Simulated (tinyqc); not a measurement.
Rayleigh-quotient iteration on a symmetric matrix, step by step. One step of it, computed by the program tinyqc.

Task: Step 1. solve (A - shift) w = v; v' = w/|w| with its largest component positive (the first on a tie); lambda = v'^T A v'; the next shift is lambda.

A:
```
[[0.031000, -0.562000, 0.275000, 0.434000],
 [-0.562000, 0.289000, -0.735000, -0.049000],
 [0.275000, -0.735000, 0.411000, -0.259000],
 [0.434000, -0.049000, -0.259000, 0.903000]]
```

vector v at the start: [0.500000, 0.500000, 0.500000, 0.500000]

shift = 0.160000

Give: vector after step 1; Rayleigh quotient after step 1.

Result:

vector after step 1: [0.0062, 0.7597, 0.6163, -0.2074]

Rayleigh quotient after step 1 = -0.2491
